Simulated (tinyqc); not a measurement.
# Worked calculation: random telegraph noise from one oxide trap in a small MOSFET

Computed by the program tinyqc: `OMP_NUM_THREADS=1 python tinyqc.py 2710068 2710069 out.jsonl`, one thread of a shared Intel Xeon 2.30GHz, about 0.01 s for the whole run. Printed values are rounded.

An acceptor-like trap exchanges electrons with the channel. Inversion charge Q = Cox u, u = n Vt W0(exp((Vg - VT)/(n Vt))), W0 the Lambert function, n = nf, Cox = eps0 eox/tox; linear regime Id = (W/L) mu Q Vd. Relative to threshold the surface potential rises by Vt ln(u/u0) and the oxide voltage by the rest of Vg - VT, with u0 = n Vt W0(1).

Values chosen for this exercise; values of the order met in silicon transistors: temperature T = 250 K; relative permittivity of the gate insulator (close to zirconium oxide) eox = 24.8; insulator thickness tox = 8.4 nm; depth of the trap from the channel interface xt = 1.7 nm; trap level above the channel Fermi level at threshold E0 = 0.11 eV; capture prefactor s0 = 4e-16 cm^2; capture barrier (lattice relaxation) EB = 0.29 eV; tunnelling decay length lt = 0.1 nm; thermal velocity vth = 2.2e7 cm/s; thickness of the inversion layer zi = 2.7 nm; threshold voltage VT = 0.31 V; body factor nf = 1.17; gate width W = 240 nm; gate length L = 120 nm; mobility mu = 110 cm^2/(V s); scattering coefficient of the charged trap asc = 1.9e-16 V s; drain voltage Vd = 0.05 V; gate voltage Vg = 0.64 V.

Constants: q = 1.602176634e-19 C, kB = 1.380649e-23 J/K, Vt = kB T/q, eps0 = 8.8541878128e-14 F/cm where lengths are in cm. Results are converted to the units shown.

Range of the model: VT is taken as given; short-channel effects and the uneven flow of current among few electrons are left out.

## Trap level, time constants and occupancy

N = Cox u/q; dpsi = Vt ln(u/u0); E = E0 - dpsi - (xt/tox)(Vg - VT - dpsi); capture time tc = 1/[(N/zi) vth s0 exp(-xt/lt - EB/Vt)]; emission time te = tc exp(-E/Vt); occupancy te/(tc + te).

u = 0.2702089 V
N = 4.408699e12 cm^-2
dpsi = 0.06332164 V
E = -0.007292262 eV
tc = 117.9559 s
te = 165.4722 s
occupancy = 0.5838244

The trap lies 0.34 Vt below the Fermi level, so it is filled most of the time.

## Step height

A = W L; threshold step dV = q (1 - xt/tox)/(Cox A); gm/Id = 1/(u + n Vt); relative step dI/I = (gm/Id) dV + asc mu/A. Id as defined.

electrons in the channel N A = 1269.705
dV = 0.1697432 mV
gm/Id = 3.385073 1/V
number part of dI/I = 0.05745930 %
dI/I = 0.06471624 %
Id = 7.769865 uA
dI = 5.028365 nA

## Lorentzian spectrum

Spectrum S(f) = 4 dI^2/{(tc + te)[(1/tc + 1/te)^2 + (2 pi f)^2]}; corner fc = (1/tc + 1/te)/(2 pi); variance dI^2 tc te/(tc + te)^2. Give S at f = 0, at fc and at 10 fc.

fc = 0.002311098 Hz
S(0) = 1.692288e-15 A^2/Hz
S(fc) = 8.461438e-16 A^2/Hz
S(10 fc) = 1.675532e-17 A^2/Hz
rms current = 2.478599 nA

The rms value is 0.493 of the step; it reaches its largest share, 1/2, when tc = te.
